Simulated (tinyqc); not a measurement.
Inside a calculation. Method: harmonic frequencies on the UHF/sto-3g surface (energies and gradients from PySCF), for H2+, spin multiplicity 2. One step of it, computed by the program tinyqc.

Problem. Normal modes. Diagonalise H_ij / sqrt(m_i m_j); the 5 smallest eigenvalues belong to translations and rotations; wavenumber = sqrt(eigenvalue / 1822.888) x 219474.63; each mode has its largest component positive (the first on a tie); zero-point energy = sum of wavenumbers / 2, with 349.755 1/cm per kcal/mol.

Hessian (symmetrised) (hartree/bohr^2), lower triangle:
```
             1Hx          1Hy          1Hz         2Hx         2Hy         2Hz
1Hx   0.00000105
1Hy   0.00000000   0.00000105
1Hz   0.00000000   0.00000000   0.14366817
2Hx  -0.00000105   0.00000000   0.00000000  0.00000105
2Hy   0.00000000  -0.00000105   0.00000000  0.00000000  0.00000105
2Hz   0.00000000   0.00000000  -0.14366817  0.00000000  0.00000000  0.14366817
```

masses (u): 1H 1.007825, 2H 1.007825

Give: eigenvalues of the mass-weighted Hessian; harmonic wavenumbers of the vibrations; mass-weighted modes; zero-point energy.

Solution.

eigenvalues of the mass-weighted Hessian (hartree/(bohr^2 u)): 0.000  0.000  0.000  0.000  0.000  0.285

harmonic wavenumbers of the vibrations (1/cm): 2744.8

mass-weighted modes:
```
     mode 1
1Hx   0.000
1Hy   0.000
1Hz   0.707
2Hx   0.000
2Hy   0.000
2Hz  -0.707
```

zero-point energy = 3.924 kcal/mol
